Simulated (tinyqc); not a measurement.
Worked calculation: bound state in one dimension: Numerov shooting, finite differences, DVR. Computed by tinyqc, a small Python program that keeps every step. Settings: points = 48. Command: `OMP_NUM_THREADS=1 python tinyqc.py 27293 27294 out.jsonl` (the two numbers bound the seeds that draw the settings). One thread of a shared host (Intel(R) Xeon(R) Processor @ 2.60GHz), about 0.01 s of CPU time with the checks.

## Numerov steps at E = 0.1

One particle of mass 1 in V = 1.29^2 x^2/2 + 0.24 x^4 (atomic units), psi = 0 at both ends:
```
parameter                 value
left end              -4.500000
right end              4.500000
intervals                    48
h                      0.187500
state sought (nodes)          2
```

k_i = 2 m (E - V_i); (1 + h^2 k_(i+1)/12) y_(i+1) = 2 (1 - 5 h^2 k_i/12) y_i - (1 + h^2 k_(i-1)/12) y_(i-1), from y_0 = 0, y_1 = 0.001.

Points along the way:
```
i           x           V            k               y
0   -4.500000  115.264013  -230.328025        0.000000
1   -4.312500   98.483656  -196.767312        0.001000
2   -4.125000   83.645409  -167.090819        0.015211
3   -3.937500   70.589091  -140.978183        0.177958
4   -3.750000   59.161641  -118.123281        1.656367
5   -3.562500   49.217115   -98.234230       12.553095
16  -1.500000    3.087112    -5.974225  3347631.586800
17  -1.312500    2.145547    -4.091094  5512993.797700
18  -1.125000    1.437497    -2.674994  8464046.974600
19  -0.937500    0.916688    -1.633376        1.22e+07
20  -0.750000    0.543966    -0.887931        1.66e+07
21  -0.562500    0.287293    -0.374586        2.16e+07
```

## Bisection on the node count

With more sign changes than the state has nodes (the last point included) the energy is too high, else too low; the bracket starts as 0.1 to 12.

Trials:
```
trial           E  sign changes  y at the right end   next
1      6.05000000             3           -4.81e+12  lower
2      3.07500000             2            4.74e+15  raise
3      4.56250000             3           -3.76e+14  lower
4      3.81875000             2            7.61e+14  raise
5      4.19062500             3           -1.13e+14  lower
6      4.00468750             2            2.28e+14  raise
7      4.09765625             2            3.59e+13  raise
8      4.14414063             3           -4.35e+13  lower
9      4.12089844             3           -5.14e+12  lower
10     4.10927734             2            1.50e+13  raise
11     4.11508789             2            4.86e+12  raise
12     4.11799316             3           -1.62e+11  lower
13     4.11654053             2            2.34e+12  raise
14     4.11726685             2            1.09e+12  raise
...           ...           ...                 ...    ...
29     4.11789881             2            5.48e+06  raise
30     4.11789882             3           -1.36e+07  lower
31     4.11789881             3           -4.06e+06  lower
```

eigenvalue = 4.11789881 hartree

## The same grid by other methods

Three-point finite differences and the sine-DVR kinetic matrix of Colbert and Miller on the same points.

Lowest levels (hartree):
```
state  finite differences       DVR
0                0.725934  0.728615
1                2.297831  2.313916
2                4.069787  4.118621
3                5.981828  6.088805
4                8.000730  8.196584
```
